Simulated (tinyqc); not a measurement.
What moves the results: phonon-assisted absorption at an indirect gap. A value that a table varies takes the place of the one given here.

alpha(E) = sum_j A_j [N_j (E - Eg + w_j)^2 + (N_j + 1)(E - Eg - w_j)^2], each bracket counted only where its base is positive; N_j = 1/(exp(w_j/kB T) - 1). The first term absorbs a phonon and the second emits one; excitons and direct transitions are left out.

Photodiode (Gaertner form with a dead layer): QE = (1 - R) exp(-alpha xj) [1 - exp(-alpha W)/(1 + alpha L)], R = ((nr - 1)/(nr + 1))^2; responsivity = QE/E in A/W for E in eV.

Constants: kB = 8.617333262e-05 eV/K.

Inputs chosen for the exercise (loosely those of GaP at room temperature; Eg is not tied to T; shifted at random, so the results belong to these values and not to a real crystal): Eg = 2.23 eV (indirect gap, held fixed unless listed); w = (46.3, 13.1) meV (two zone-edge phonons); A = (5500, 1300) 1/(cm eV^2) (their strengths); T = 400 K; nr = 3.43 (refractive index); xj = 0.095 micrometre (dead layer at the surface); W = 3.3 micrometre (depleted width); L = 17 micrometre (minority diffusion length below it); E = 2.46 eV (photon energy).

## The square root of alpha at three temperatures

The gap is held fixed, so only the phonon occupations change.

sqrt(alpha) (1/cm^(1/2)):

| E - Eg (eV) | 150 K | 300 K | 450 K |
|---|---|---|---|
| -0.04 | 0.079 | 0.209 | 0.308 |
| -0.02 | 0.330 | 0.873 | 1.286 |
| 0.00 | 0.682 | 1.643 | 2.383 |
| 0.02 | 1.265 | 2.675 | 3.778 |
| 0.04 | 2.177 | 4.015 | 5.496 |
| 0.07 | 4.127 | 6.542 | 8.590 |
| 0.10 | 6.676 | 9.618 | 12.229 |
| 0.15 | 11.174 | 15.070 | 18.656 |
| 0.20 | 15.752 | 20.650 | 25.234 |
| 0.30 | 24.972 | 31.925 | 38.536 |
| 0.45 | 38.848 | 48.926 | 58.603 |
| 0.60 | 52.740 | 65.959 | 78.714 |

Below the gap only phonon absorption acts: at E - Eg = -0.02 eV sqrt(alpha) is 0.330, 0.873 and 1.286 at 150, 300 and 450 K. A straight line through the last two rows meets the axis at E - Eg = +0.0306, +0.0192 and +0.0129 eV: the intercept is roughly a weighted mean of the thresholds, not the gap, and it moves from the emission side towards Eg as the occupations grow. At the last row alpha grows by a factor 2.23 from the lowest to the highest temperature at fixed gap.

## Spectral response

Response:

| E (eV) | wavelength (nm) | alpha (1/cm) | 1/alpha (micrometre) | dead layer | collected | QE | A/W |
|---|---|---|---|---|---|---|---|
| 2.25 | 551 | 11.8 | 846 | 1.000 | 0.024 | 0.016 | 0.007 |
| 2.29 | 541 | 47.4 | 211 | 1.000 | 0.089 | 0.062 | 0.027 |
| 2.35 | 528 | 191 | 52.4 | 0.998 | 0.291 | 0.203 | 0.086 |
| 2.43 | 510 | 565 | 17.7 | 0.995 | 0.577 | 0.401 | 0.165 |
| 2.53 | 490 | 1.33e+03 | 7.54 | 0.987 | 0.802 | 0.553 | 0.219 |
| 2.68 | 463 | 3.08e+03 | 3.25 | 0.971 | 0.942 | 0.640 | 0.239 |
| 2.88 | 431 | 6.56e+03 | 1.52 | 0.940 | 0.991 | 0.651 | 0.226 |
| 3.13 | 396 | 1.27e+04 | 0.785 | 0.886 | 0.999 | 0.619 | 0.198 |
| 3.43 | 361 | 2.29e+04 | 0.438 | 0.805 | 1.000 | 0.563 | 0.164 |
| 3.83 | 324 | 4.09e+04 | 0.244 | 0.678 | 1.000 | 0.474 | 0.124 |

QE is highest, 0.651, at 2.88 eV of those listed and the responsivity at 2.68 eV; reflection alone caps QE at 0.699. Near the gap weak absorption limits it (collected share 0.024); at the top the dead layer passes 0.678. Far above the gap the quadratic law and a constant index are only rough; in the real crystal direct transitions take over near 2.8 eV, so the rows above that understate alpha.

## What moves the response

At the energy E. Each row changes one parameter from the base and keeps the others.

Results:

| case | alpha (1/cm) | QE |
|---|---|---|
| base | 759.0 | 0.4582 |
| Eg = 2.21 eV | 904.7 | 0.4905 |
| T = 450 K | 853.3 | 0.4799 |
| W = 6.6 micrometre | 759.0 | 0.5105 |
| L = 8.5 micrometre | 759.0 | 0.3657 |
| xj = 0.19 micrometre | 759.0 | 0.4549 |
| nr = 3.6 | 759.0 | 0.4460 |

The largest shifts from the base row, up to three for each result and ties (the steps differ in size, so this ranks the rows, not the parameters). alpha (1/cm): Eg +146, T +94.3; unchanged at the printed digits by W, L, xj and nr. QE: L -0.0925, W +0.0523, Eg +0.0323.

tinyqc: `OMP_NUM_THREADS=1 python tinyqc.py 1651925 1651926 out.jsonl`; about 0.01 s, one thread, shared Intel(R) Xeon(R) Processor @ 2.30GHz.
